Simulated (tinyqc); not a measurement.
Regular and subregular solution with a miscibility gap. Changing the asymmetry L1. Computed by tinyqc, a small Python program. Command: `OMP_NUM_THREADS=1 python tinyqc.py 3016905 3016906 out.jsonl regsol sweep`. One thread of a shared host (Intel(R) Xeon(R) Processor @ 2.30GHz), about 0.02 s of CPU time with the checks.

Per mole of mixing sites: G(x) = x (1 - x) [L0 + L1 (1 - 2x)] + R T [x ln x + (1 - x) ln(1 - x)], x the fraction of B.

Inputs (values chosen for the exercise, for a model alloy):
```
quantity                     value    unit
interaction L0                37.4  kJ/mol
size misfit eta = d ln a/dx  0.031       -
temperature T                 1723       K
start value s0                0.01       -
```

Source of L0: given.

Constants: R = 8.314462618 J/(mol K).

Method:
- L0 and eta are given.
- The spinodal is G'' = 0, R T_s(x) = x (1 - x) [2 L0 + 6 L1 (1 - 2x)]; the critical point is its maximum.
- G' = L0 (1 - 2x) + L1 (1 - 6x + 6x^2) + R T ln[x/(1 - x)]; G'' = -2 L0 - 6 L1 (1 - 2x) + R T/[x (1 - x)].
- Common tangent: F1 = G'(x1) - G'(x2) = 0 and F2 = [G - x G'](x1) - [G - x G'](x2) = 0. Newton step: J = [[G''(x1), -G''(x2)], [-x1 G''(x1), x2 G''(x2)]], J dx = -F; a step that would leave 0 < x < 1 is halved until it stays inside. The start is x1 = s0, x2 = 1 - s0.
- Stop when the step is below 1e-12, or when x1 and x2 meet within 1e-5; residuals under 1e-7 are shown as 0.

One run for each value; columns: (1) asymmetry L1 (kJ/mol); (2) critical composition x_c; (3) critical temperature T_c (K); (4) solubility limit x1; (5) solubility limit x2:
```
(1)        (2)     (3)      (4)      (5)
-4.50  0.58281  2318.2  0.16290  0.91884
-2.70  0.55236  2274.9  0.14756  0.90352
0.98   0.48044  2252.6  0.11253  0.86853
2.80   0.44583  2276.8  0.09559  0.85154
4.60   0.41563  2321.1  0.08037  0.83631
6.50   0.38894  2385.7  0.06643  0.82253
8.30   0.36823  2460.1  0.05532  0.81174
10.00  0.35210  2539.3  0.04654  0.80340
```

Give the missing row, asymmetry L1 (kJ/mol) = -0.84.

Computed row; columns: (1) asymmetry L1 (kJ/mol); (2) critical composition x_c; (3) critical temperature T_c (K); (4) solubility limit x1; (5) solubility limit x2:
```
(1)        (2)     (3)      (4)      (5)
-0.84  0.51679  2251.6  0.13012  0.88613
```

Interpolating between the two neighbouring rows (linearly) misses most in critical temperature T_c (K), by 0.53 %. Over the rows, critical composition x_c falls from 0.583 to 0.352; critical temperature T_c (K) goes from 2320 through a minimum among these rows, 2250 at -0.840, to 2540; solubility limit x1 falls from 0.163 to 0.0465. B in A costs L0 + L1 and A in B costs L0 - L1 at infinite dilution, so raising L1 lowers x1 and lets more A into B.

Caution (all rows): a real alloy may melt or decompose below this critical temperature.

Extremes, crossings and ranges named in words are read from the listed rows.
